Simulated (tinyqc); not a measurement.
# Changing the total dopant density N

Model: dopants and charged point defects at anneal temperature: Fermi-level effect, clustering and pairing. Computed by tinyqc, a small Python program. Command: `OMP_NUM_THREADS=1 python tinyqc.py 3012063 3012064 out.jsonl pairing sweep`. One thread of a shared host (Intel(R) Xeon(R) Processor @ 2.30GHz), about 0.02 s of CPU time with the checks.

Boltzmann statistics and full ionisation of active dopants. Energies are counted from the valence band; the defect (a vacancy or self-interstitial) has five charge states, with all degeneracy factors one.

Inputs (values chosen for the exercise, with bands modelled on silicon):
```
quantity                                         value    unit
gap at 0 K E_g0                                   1.16      eV
Varshni alpha                                 0.000478    eV/K
Varshni beta                                       637       K
electron mass m_e                                0.332     m_0
valleys M_c                                          6       -
hole mass m_h                                    0.788     m_0
anneal temperature T                               830       K
formation enthalpy of the neutral defect H_f      2.47      eV
formation entropy S_f                              2.4     k_B
site density N_s                               3.3e+22   cm^-3
intrinsic dopant diffusivity D_i               1.8e-17  cm^2/s
anneal time t                                     7000       s
```

Dopant: donor. Second part: pairing with a mobile impurity.

defect levels as fractions of E_g(T): (2+/+), (+/0), (0/-), (-/2-): 0.08  0.35  0.5  0.86

Constants: m_0 = 9.1093837015e-31 kg; k_B = 1.380649e-23 J/K; h = 6.62607015e-34 J s; k_B = 8.617333262e-05 eV/K.

Method:
- E_g = E_g0 - alpha T^2/(T + beta).
- N_c = 2 M_c (2 pi m_e k_B T/h^2)^(3/2) and N_v = 2 (2 pi m_h k_B T/h^2)^(3/2), masses in units of m_0.
- n_i = sqrt(N_c N_v) exp(-E_g/2 k_B T); E_i = E_g/2 + (k_B T/2) ln(N_v/N_c).
- No clustering: A = N.
- n = A/2 + sqrt(A^2/4 + n_i^2) for an active density A.
- chi = n/n_i (for acceptors n_i/p); E_F = E_i + k_B T ln chi; field enhancement h = 1 + A/sqrt(A^2 + 4 n_i^2).
- C_0 = N_s exp(S_f/k_B) exp(-H_f/k_B T). Ratios to the neutral state at E_F = E_i: r_+ = exp((E(+/0) - E_i)/k_B T), r_2+ = r_+ exp((E(2+/+) - E_i)/k_B T), r_- = exp((E_i - E(0/-))/k_B T), r_2- = r_- exp((E_i - E(-/2-))/k_B T); at other E_F state q scales as chi^(-q). The enhancement is sum r_q chi^(-q)/sum r_q. The charge on the defects is left out of neutrality.
- If every charge state of the defect carries the dopant equally well, D = D_i x enhancement x h x (active share A/N, a rough stand-in that overstates the dA/dN which immobile clusters call for), D_i being an input held fixed when T or H_f is moved; diffusion length 2 sqrt(D t).

One run for each value:
```
total dopant density N (cm^-3)  active density A (cm^-3)  enhancement over intrinsic       D/D_i  E_F (eV)  mean charge (e)
1.00e+17                                        1.00e+17                  1.1311e+00  1.4899e+00    0.4736          -0.4381
3.00e+17                                        3.00e+17                  1.5231e+00  2.6020e+00    0.5133          -0.6272
9.00e+17                                        9.00e+17                  3.0837e+00  6.0102e+00    0.5804          -0.8602
3.00e+18                                        3.00e+18                  9.6286e+00  1.9210e+01    0.6648          -1.0637
8.00e+18                                        8.00e+18                  2.9765e+01  5.9509e+01    0.7348          -1.2518
2.00e+19                                        2.00e+19                  1.0363e+02  2.0724e+02    0.8003          -1.4777
7.00e+19                                        7.00e+19                  7.9898e+02  1.5980e+03    0.8899          -1.7661
2.00e+20                                        2.00e+20                  5.5325e+03  1.1065e+04    0.9650          -1.9038
7.00e+20                                        7.00e+20                  6.3120e+04  1.2624e+05    1.0546          -1.9705
2.00e+21                                        2.00e+21                  5.0540e+05  1.0108e+06    1.1296          -1.9895
```

Over the rows, active density A (cm^-3) rises from 1.00e17 to 2.00e21 (exponent d ln y / d ln x about 1.0 throughout); enhancement over intrinsic rises from 1.13 to 505000 (exponent d ln y / d ln x 0.27 between the first rows and 2.0 between the last); D/D_i rises from 1.49 to 1.01e6 (exponent d ln y / d ln x 0.51 between the first rows and 2.0 between the last). The exponent of active density A stays at 1: no clustering.

Caution (rows 7.00e19, 2.00e20, 7.00e20, 2.00e21): so large an enhancement assumes that highly charged defects carry the dopant as well as neutral ones; measured enhancements are far smaller. Caution (rows 2.00e20, 7.00e20, 2.00e21): the carrier density exceeds the effective density of states, where Boltzmann statistics understate the shift of E_F and so the density of charged defects (gap narrowing, also left out, works the other way).
